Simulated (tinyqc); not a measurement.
MP2 on RHF in the 6-311g basis, for H2, spin multiplicity 1, step by step. One step of it, computed by the program tinyqc.

Question. Second-order Moller-Plesset energy. E2 = sum_ijab (ia|jb) [2 (ia|jb) - (ib|ja)] / (e_i + e_j - e_a - e_b) over occupied i, j and virtual a, b; the opposite-spin part is (ia|jb)^2 / denominator, the rest is same-spin, and SCS-MP2 scales them by 6/5 and 1/3.

orbital energies (hartree): MO1 -0.604345, MO2 0.172853, MO3 0.303967, MO4 0.663623, MO5 2.376757, MO6 2.788002

Two-electron integrals over orbitals (pq|rs), unique and non-zero (hartree):
```
p,q,r,s,(pq|rs)
1,1,1,1,0.661275
2,1,2,1,0.042110
2,2,1,1,0.343450
2,2,2,2,0.295496
3,1,1,1,-0.136295
3,1,2,2,-0.022716
3,1,3,1,0.054608
3,2,2,1,0.023703
3,2,3,2,0.041626
3,3,1,1,0.365559
3,3,2,2,0.272638
3,3,3,1,-0.034763
3,3,3,3,0.282022
4,1,2,1,-0.060074
4,1,3,2,-0.011091
4,1,4,1,0.105386
4,2,1,1,-0.133406
4,2,2,2,-0.041990
4,2,3,1,0.036714
4,2,3,3,-0.044305
4,2,4,2,0.050892
4,3,2,1,0.026382
4,3,3,2,0.017504
4,3,4,1,-0.038332
4,3,4,3,0.023255
4,4,1,1,0.509571
4,4,2,2,0.324474
4,4,3,1,-0.081223
4,4,3,3,0.315298
4,4,4,2,-0.101646
4,4,4,4,0.443033
5,1,1,1,-0.104570
5,1,2,2,-0.008455
5,1,3,1,0.054184
5,1,3,3,-0.024489
5,1,4,2,0.022965
5,1,4,4,-0.055925
5,1,5,1,0.094970
5,2,2,1,0.001763
5,2,3,2,0.001773
5,2,4,1,0.000933
5,2,4,3,-0.005919
5,2,5,2,0.009503
5,3,1,1,0.116613
5,3,2,2,0.029251
5,3,3,1,-0.040861
5,3,3,3,0.036107
5,3,4,2,-0.032902
5,3,4,4,0.074000
5,3,5,1,-0.047931
5,3,5,3,0.038283
5,4,2,1,-0.001715
5,4,3,2,-0.020602
5,4,4,1,-0.016020
5,4,4,3,0.005303
5,4,5,2,-0.014099
5,4,5,4,0.037196
5,5,1,1,0.647634
5,5,2,2,0.333024
5,5,3,1,-0.136292
5,5,3,3,0.359900
5,5,4,2,-0.126494
5,5,4,4,0.494172
5,5,5,1,-0.133223
5,5,5,3,0.126327
5,5,5,5,0.672537
6,1,2,1,-0.028466
6,1,3,2,0.012449
6,1,4,1,0.069195
6,1,4,3,-0.030194
6,1,5,2,0.020908
6,1,5,4,-0.052006
6,1,6,1,0.101788
6,2,1,1,-0.024054
6,2,2,2,0.011690
6,2,3,1,0.019538
6,2,3,3,0.000533
6,2,4,2,0.001389
6,2,4,4,-0.006420
6,2,5,1,0.033004
6,2,5,3,-0.013097
6,2,5,5,-0.034857
6,2,6,2,0.018475
6,3,2,1,0.027640
6,3,3,2,0.001539
6,3,4,1,-0.051627
6,3,4,3,0.019088
6,3,5,2,-0.005252
6,3,5,4,0.020498
6,3,6,1,-0.050957
6,3,6,3,0.033049
6,4,1,1,0.151333
6,4,2,2,0.021573
6,4,3,1,-0.061715
6,4,3,3,0.041855
6,4,4,2,-0.040329
6,4,4,4,0.091264
6,4,5,1,-0.080033
6,4,5,3,0.051270
6,4,5,5,0.169129
6,4,6,2,-0.031945
6,4,6,4,0.089382
6,5,2,1,0.073056
6,5,3,2,0.012208
6,5,4,1,-0.131563
6,5,4,3,0.055643
6,5,5,2,-0.019639
6,5,5,4,0.055048
6,5,6,1,-0.137657
6,5,6,3,0.085001
6,5,6,5,0.235902
6,6,1,1,0.703142
6,6,2,2,0.352407
6,6,3,1,-0.161081
6,6,3,3,0.372954
6,6,4,2,-0.146724
6,6,4,4,0.543634
6,6,5,1,-0.180560
6,6,5,3,0.151093
6,6,5,5,0.741701
6,6,6,2,-0.048667
6,6,6,4,0.212015
6,6,6,6,0.853054
```

Hartree-Fock energy = -1.12778118 hartree

Give: Terms; Pair energies; MP2 correlation energy; SCS-MP2 correlation energy; MP2 total energy.

Answer.

Terms:
```
i,j,a,b,(ia|jb),(ib|ja),denominator,term
1,1,4,4,0.1054,0.1054,-2.5359,-0.0044
1,1,4,2,-0.0601,-0.0601,-2.0452,-0.0018
1,1,2,4,-0.0601,-0.0601,-2.0452,-0.0018
1,1,3,3,0.0546,0.0546,-1.8166,-0.0016
1,1,6,6,0.1018,0.1018,-6.7847,-0.0015
1,1,5,5,0.0950,0.0950,-5.9622,-0.0015
1,1,2,2,0.0421,0.0421,-1.5544,-0.0011
1,1,6,4,0.0692,0.0692,-4.6603,-0.0010
1,1,4,6,0.0692,0.0692,-4.6603,-0.0010
1,1,5,3,0.0542,0.0542,-3.8894,-0.0008
1,1,3,5,0.0542,0.0542,-3.8894,-0.0008
1,1,2,6,-0.0285,-0.0285,-4.1695,-1.94e-04
1,1,6,2,-0.0285,-0.0285,-4.1695,-1.94e-04
```

Pair energies (hartree; pair i-j sums ij and ji):
```
pair,opposite spin,same spin
1-1,-0.0177,0
```

MP2 correlation energy = -0.017684 hartree

SCS-MP2 correlation energy = -0.021221 hartree

MP2 total energy = -1.145465 hartree
